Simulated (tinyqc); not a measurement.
What moves the results: armchair graphene nanoribbon in tight binding. A value that a table varies takes the place of the one given here.

An armchair ribbon of N dimer lines, width (N - 1) sqrt3 acc/2, period 3 acc, one pz orbital a site. In line n, A_n binds to B_n with -t exp(ik/3), times (1 + d) in the two edge lines, and to B_(n-1) and B_(n+1) with -t exp(-ik/6); k runs from -pi to pi. For d = 0 the modes across the ribbon are sin(n p pi/(N + 1)), p = 1 to N, with E = -/+ t sqrt(1 + 4 c^2 + 4 c cos(k/2)), c = cos(p pi/(N + 1)).

Constants: hbar^2/2m0 = 3.80998211 eV angstrom^2.

Inputs chosen for the exercise (near those used for graphene; shifted at random, so the results belong to these values and not to a real crystal):

| symbol | value | unit | meaning |
|---|---|---|---|
| t | 2.52 | eV | hopping |
| acc | 1.42 | angstrom | bond length |
| N0 | 8 |  | first width |
| d1 | 0.16 |  | edge correction |
| N | 6 |  | dimer lines |
| d | 0 |  | relative strengthening of the edge bonds |
| k | 1.61 |  | k times the period 3 acc |

## Three families of gaps

Nine widths from N0 on, gaps at k = 0 with d = 0 and d = d1.

Gaps:

| N | family | width (angstrom) | gap, d = 0 (eV) | gap, d1 (eV) | gap x (N + 1) sqrt3 acc/2 (eV angstrom) |
|---|---|---|---|---|---|
| 8 | 3p+2 | 8.61 | 0.0000 | 0.2545 | 2.82 |
| 9 | 3p | 9.84 | 0.8849 | 0.6873 | 8.45 |
| 10 | 3p+1 | 11.07 | 0.8526 | 1.0833 | 14.65 |
| 11 | 3p+2 | 12.30 | 0.0000 | 0.1896 | 2.80 |
| 12 | 3p | 13.53 | 0.6861 | 0.5295 | 8.46 |
| 13 | 3p+1 | 14.76 | 0.6665 | 0.8431 | 14.52 |
| 14 | 3p+2 | 15.99 | 0.0000 | 0.1510 | 2.79 |
| 15 | 3p | 17.22 | 0.5601 | 0.4306 | 8.47 |
| 16 | 3p+1 | 18.45 | 0.5470 | 0.6900 | 14.42 |

Without edge correction the 3p+2 ribbons have no gap and the other two families nearly share one curve. With it the mean of the last column is 14.53 for 3p+1, 8.46 for 3p and 2.80 eV angstrom for 3p+2: the stronger edge bonds raise the gap of 3p+1, lower that of 3p and open one in 3p+2. Within a family the gap falls about as 1/width. One-electron gaps of this kind leave out the self-energy and exciton terms, which are large in narrow ribbons.

## Mass and gap go together

Nine widths from N0 on. Lowest conduction band for d = d1: m/m0 = c q^2/(E(q) - E(0)) with q = h/(3 acc), h = 0.001, c = hbar^2/2m0. Dirac rule: m = Eg/(2 v^2), that is m/m0 = c Eg/(hbar v)^2 with hbar v = 3 t acc/2.

Masses:

| N | gap (eV) | mass (m0) | Dirac rule (m0) |
|---|---|---|---|
| 8 | 0.2545 | 0.0322 | 0.0337 |
| 9 | 0.6873 | 0.0748 | 0.0909 |
| 10 | 1.0833 | 0.1657 | 0.1433 |
| 11 | 0.1896 | 0.0243 | 0.0251 |
| 12 | 0.5295 | 0.0600 | 0.0700 |
| 13 | 0.8431 | 0.1246 | 0.1115 |
| 14 | 0.1510 | 0.0195 | 0.0200 |
| 15 | 0.4306 | 0.0502 | 0.0569 |
| 16 | 0.6900 | 0.0999 | 0.0912 |

The ratio of mass to the Dirac rule runs from 0.82 (N = 9) to 1.16 (N = 10). Its mean is 0.85 for N = 3p, 1.12 for 3p+1 and 0.97 for 3p+2: the lowest modes of 3p and 3p+1 lie on opposite sides of the Dirac point, where the velocity along the ribbon differs. The largest gap (N = 10) and the heaviest mass (N = 10) belong to one ribbon.

## What each parameter does

Gap at k = 0, lowest positive level at k, and highest level at k = 0. Each row changes one parameter from the base and keeps the others.

Results:

| case | gap (eV) | lowest level at k (eV) | top of the band (eV) |
|---|---|---|---|
| base | 1.2448 | 1.9211 | 7.0609 |
| t = 2.646 eV | 1.3070 | 2.0171 | 7.4139 |
| N = 7 | 1.1826 | 1.8256 | 7.1764 |
| d = 0.05 | 1.1583 | 1.9824 | 7.0748 |
| k = 1.288 | 1.2448 | 1.7573 | 7.0609 |

The largest shifts from the base row, up to three for each result and ties (the steps differ in size, so this ranks the rows, not the parameters). gap (eV): d -0.0865, t +0.0622, N -0.0622; unchanged at the printed digits by k. lowest level at k (eV): k -0.1638, t +0.0961, N -0.0955. top of the band (eV): t +0.3530, N +0.1155, d +0.0139; unchanged at the printed digits by k.

Run: tinyqc, `OMP_NUM_THREADS=1 python tinyqc.py 1451065 1451066 out.jsonl`; Intel(R) Xeon(R) Processor @ 2.30GHz, one thread, shared host; about 0.03 s of CPU time with all checks.
